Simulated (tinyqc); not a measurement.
Worked calculation: square-lattice Ising model by mean field, Bethe lattice, transfer matrix, exact enumeration and Monte Carlo steps. Computed by tinyqc, a small Python program that keeps every step. Command: `OMP_NUM_THREADS=1 python tinyqc.py 3000465 3000466 out.jsonl ising walk`. One thread of a shared host (Intel(R) Xeon(R) Processor @ 2.30GHz), about 1 s of CPU time with the checks. Intermediate numbers are printed to about 5 digits and carried at full precision; extremes and crossings named in words are read from the listed rows.

H = -J sum over nearest pairs s_i s_j, s = +-1, no field, periodic boundaries; energies per site are in J. As a lattice gas or an alloy, s marks which species holds the site.

Inputs (values chosen for the exercise, for a model lattice):
```
quantity                                                                 value  unit
coupling J                                                                 8.1   meV
temperature T                                                              160     K
strip width w                                                                2     -
factor on the grid 1.5, 1.85, 2.1, 2.45, 2.65, 3.1, 3.6, 4.4 of k_B T/J  0.981     -
```

Enumerated cell: 4 x 5. Monte Carlo rule: heat bath.

Constants: k_B = 8.617333262e-05 eV/K.

## Reduced coupling

K = J/(k_B T). Onsager: k_B T_c/J = 2/ln(1 + sqrt 2); mean field: 4; Bethe lattice with z = 4: 2/ln 2.

K = 0.58748

critical temperatures (K): exact 213.30, Bethe 271.22, mean field 375.99

T lies below all three.

## Three theories of the infinite lattice

K = J/(k_B T). Mean field: m = tanh(4 K m), u = -2 m^2. Bethe: cavity field h = 3 artanh(tanh K tanh h), m = tanh(4h/3), u = -2 (tanh K + tanh^2 h)/(1 + tanh K tanh^2 h). Exact: m = [1 - sinh(2K)^(-4)]^(1/8) below T_c; u = -coth(2K) [1 + (2/pi)(2 tanh^2(2K) - 1) K1(k)], k = 2 sinh(2K)/cosh^2(2K), K1 the complete elliptic integral of the first kind. The largest root is taken.

m, mean field = 0.98023

u, mean field = -1.9217

cavity field h = 1.5931

m, Bethe = 0.97182

u, Bethe = -1.9006

m, exact = 0.96983

u, exact = -1.8974

Against the exact energy mean field misses by -0.024 J and Bethe by -0.003 J.

## Transfer matrix

Strip of w sites, periodic across (for w = 2 the pair is joined by two bonds): T(s, s') = exp(K [sum_i s_i s'_i + (r(s) + r(s'))/2]), r(s) = sum_i s_i s_(i+1).

T:
```
        ++     +-     -+      --
++  10.485  1.000  1.000   1.000
+-   1.000  1.000  0.095   1.000
-+   1.000  0.095  1.000   1.000
--   1.000  1.000  1.000  10.485
```

## Free energy and correlation length of the strip

With the eigenvalues l1 > l2: -f/(k_B T) = ln(l1)/w per site; xi = 1/ln(l1/l2) rows.

three largest eigenvalues: 11.856  9.485  0.905

-f/(k_B T) = 1.2364

correlation length xi = 4.4805

xi/w = 2.240; for wide strips at T_c this ratio tends to 4/pi = 1.273, and T lies below T_c, where xi grows exponentially with w.

## Exact averages on the small cell

States of the 4 x 5 cell:
```
E (J)  |M|  count
-40     20      2
-32     18     40
-28     16     80
-24      4     10
-24     12     50
-24     14    240
-24     16    300
-20      0     44
-20      2     80
-20      6     80
-20      8    160
-20     10    408
-20     12    680
-20     14    960
-16      0    260
-16      2    640
-16      4   1080
-16      6   1280
-16      8   1760
-16     10   2200
-16     12   3060
-16     14   1080
-12      0   2960
-12      2   5800
-12      4   5840
-12      6   6680
-12      8   7680
-12     10   8400
-12     12   3880
-8       0  10380
-8       2  21680
-8       4  22650
-8       6  23000
-8       8  20620
-8      10  11280
-8      12   2020
-4       0  30880
-4       2  59640
-4       4  54960
-4       6  44240
-4       8  25200
-4      10   6680
0        0  48442
0        2  91280
0        4  72320
0        6  42880
0        8  15720
0       10   2040
4        0  46640
4        2  82600
4        4  55920
4        6  26200
4        8   5200
8        0  29000
8        2  49320
8        4  27960
8        6   8120
8        8   1180
12       0  11740
12       2  17960
12       4   8680
12       6   2160
16       0   3200
16       2   5360
16       4   1860
16       6    400
20       0    960
20       2   1200
20       4    600
24       0    200
24       2    280
24       4     60
28       0     40
28       2     80
32       0     10
```

Weights count x exp(-K E); N = 20; u = <E>/N, c = K^2 (<E^2> - <E>^2)/N in k_B, Binder U = 1 - <M^4>/(3 <M^2>^2).

ln Z / N = 1.2211

u, cell = -1.8958

heat capacity c, cell = 0.34964

<|m|>, cell = 0.96854

Binder cumulant U = 0.66044

The cell energy lies +0.002 J from the infinite lattice: deep in the ordered phase the correlation length is short and the cell is nearly exact.

## The methods across T_c

The grid values of k_B T/J times the given factor are rounded to 3 figures before use.

Order and energy:
```
k_B T/J   T (K)  m mean field  m Bethe  m exact  <|m|> cell  u Bethe  u exact   u cell   U cell
1.47     138.17       0.99094  0.98845  0.98815     0.98786  -1.9573  -1.9568  -1.9564  0.66467
1.81     170.13       0.97327  0.95968  0.95528     0.95356  -1.8615  -1.8549  -1.8529  0.65661
2.06     193.63       0.95152  0.91549  0.88848     0.89823  -1.7305  -1.6983  -1.7096  0.63980
2.40     225.59       0.90733  0.79465  0.00000     0.77790  -1.4346  -1.2040  -1.4341  0.59168
2.60     244.39       0.87207  0.65847  0.00000     0.69711  -1.1769  -1.0283  -1.2622  0.54976
3.04     285.75       0.76355  0.00000  0.00000     0.54482  -0.6351  -0.8016  -0.9514  0.44205
3.53     331.81       0.56524  0.00000  0.00000     0.43668  -0.5519  -0.6528  -0.7327  0.33484
4.32     406.07       0.00000  0.00000  0.00000     0.34630  -0.4549  -0.5077  -0.5401  0.22411
```

At k_B T/J = 1.47 all values of m agree within 0.004. At 2.4 the exact m is 0 while Bethe gives 0.79, mean field 0.91 and the cell 0.78: neglect of fluctuations raises T_c, and a finite cell rounds the transition. U falls from 0.665 (2/3 when ordered) to 0.224 (0 for a large disordered system).

## heat bath steps

start configuration, 5 x 5, rows and columns numbered from 1:
```
    1   2   3   4   5
1   1   1   1   1   1
2  -1   1   1  -1  -1
3   1  -1   1   1   1
4   1   1   1  -1  -1
5   1   1  -1   1  -1
```

Random draws:
```
step  row  column            u
1       4       4  1.33200e-01
2       3       5  1.15000e-01
3       5       1  5.28400e-01
4       1       3  5.15300e-01
5       3       4  3.05100e-01
6       3       5  5.44000e-02
7       4       3  8.68900e-01
8       5       5  8.00000e-04
9       5       2  5.39200e-01
10      1       1  6.29200e-01
11      4       1  9.81600e-01
12      4       3  6.07600e-01
13      5       3  6.65300e-01
14      4       4  4.77600e-01
```

h is the sum of the four neighbours. Set s = +1 if u < p = 1/(1 + exp(-2 K h)), else -1.

Steps:
```
step  s before  h        p  s after
1           -1  2  0.91293        1
2            1  0  0.50000        1
3            1  2  0.91293        1
4            1  2  0.91293        1
5            1  2  0.91293        1
6            1  0  0.50000        1
7            1  2  0.91293        1
8           -1  2  0.91293        1
9            1  2  0.91293        1
10           1  2  0.91293        1
11           1  2  0.91293       -1
12           1  2  0.91293        1
13          -1  4  0.99099        1
14           1  2  0.91293        1
```

configuration after the steps:
```
    1   2  3   4   5
1   1   1  1   1   1
2  -1   1  1  -1  -1
3   1  -1  1   1   1
4  -1   1  1   1  -1
5   1   1  1   1   1
```

4 of the 14 steps changed a spin; the sum of spins went from 9 to 13.

Checks made by the program: ln Z of the cell against the trace of a power of the transfer matrix (relative difference below 1e-10).
